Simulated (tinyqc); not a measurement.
# Worked calculation: hexagonal on-chip spiral inductor, lumped pi model

Computed by the program tinyqc: `OMP_NUM_THREADS=1 python tinyqc.py 2302134 2302135 out.jsonl`, one thread of a shared Intel Xeon 2.30GHz, about 0.01 s for the whole run. Printed values are rounded.

Outer diameter do = di + 2 n wd + 2 (n - 1) sp, mean da = (do + di)/2, fill p = (do - di)/(do + di), length l = 3.464 n da. L = 2.33 mu0 n^2 da/(1 + 3.82 p), mu0 = 4 pi 1e-7 H/m. Rs = rho l/(wd delta (1 - exp(-th/delta))), delta = sqrt(rho/(pi f mu0)). Cs = n wd^2 eps0 eo/hu across the coil. At each end Cox = l wd eps0 eo/(2 ho) leads to the substrate branch Rsi = 2 rs he/(l wd) in parallel with Csi = l wd eps0 11.7/(2 he). With one end grounded Y = 1/(Rs + i w L) + i w Cs + 1/[1/(i w Cox) + 1/(1/Rsi + i w Csi)], w = 2 pi f; Q = -Im Y/Re Y. Eddy currents in neighbouring turns and in the substrate are left out.

Values chosen for this exercise; values of the order met in silicon radio-frequency processes:
```
symbol,value,unit,meaning
n,3.5,,number of turns
wd,15,um,line width
sp,3,um,space between turns
di,60,um,inner diameter
th,4,um,metal thickness
rho,1.9,uohm cm,metal resistivity
ho,7,um,oxide below the coil
hu,1.2,um,oxide between coil and underpass
eo,3.9,,relative permittivity of the oxide
rs,10,ohm cm,substrate resistivity
he,50,um,effective spreading depth in the substrate
f,0.94,GHz,frequency
```

Constants: eps0 = 8.8541878128e-12 F/m. Results are converted to the units shown.

## Geometry and model elements

do, l, L, delta, Rs, Cs, Cox, Rsi and Csi as defined.

do = 180 um
l = 1454.880 um
L = 1.479075 nH
delta = 2.262731 um
Rs = 0.9820901 ohm
Cs = 22.66119 fF
Cox = 53.82744 fF
Rsi = 458.2279 ohm
Csi = 22.60753 fF

Rs is 2.13 times the direct-current value in this empirical form, which overstates the skin effect of a flat slab when delta is near th and so stands in for some current crowding.

## Admittance, quality factor and apparent inductance

Series branch 1/(Rs + i w L), substrate branch, total Y, Q = -Im Y/Re Y, apparent inductance Im(1/Y)/w, metal-only value w L/Rs, share of the loss in the substrate Re(substrate branch)/Re Y.

series branch = 12.7087-113.0440i mS
substrate branch = 0.0444127+0.3087280i mS
Y = 12.7531-112.6014i mS
Q = 8.829332
apparent inductance = 1.484611 nH
w L/Rs = 8.895011
share of the loss in the substrate = 0.3482496 %

Q is 99.3 % of the metal-only value.
